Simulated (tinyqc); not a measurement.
Pinning factor and decay constant from two barriers.

Problem. phiB = S (phiM - chi) + (1 - S)(Eg - E0) with S = 1/(1 + (1/S0 - 1) exp(-be ti)). Find S0, S at the given thickness and be.

Values chosen for this exercise; semiconductor values close to those of 4H silicon carbide; interlayer mass of the order of that in strontium titanate, offset chosen freely:

| symbol | value | unit | meaning |
|---|---|---|---|
| Eg | 3.2 | eV | band gap |
| chi | 3.72 | eV | electron affinity |
| E0 | 1.9 | eV | charge-neutrality level above the valence band |
| phiM | 3.96 | eV | metal work function |

phiB at ti = 0, 0.4 nm (eV): [0.6216, 0.38335897]

Answer. Each barrier gives its S by linear interpolation between the pinned and the unpinned value; the ratio of the two values of 1/S - 1 is exp(be ti).

S0 = 0.6400
S = 0.8648
be = 3.200 1/nm

Numbers from tinyqc (`OMP_NUM_THREADS=1 python tinyqc.py 2270142 2270143 out.jsonl`; about 0.04 s on one thread of a shared Intel Xeon 2.30GHz).
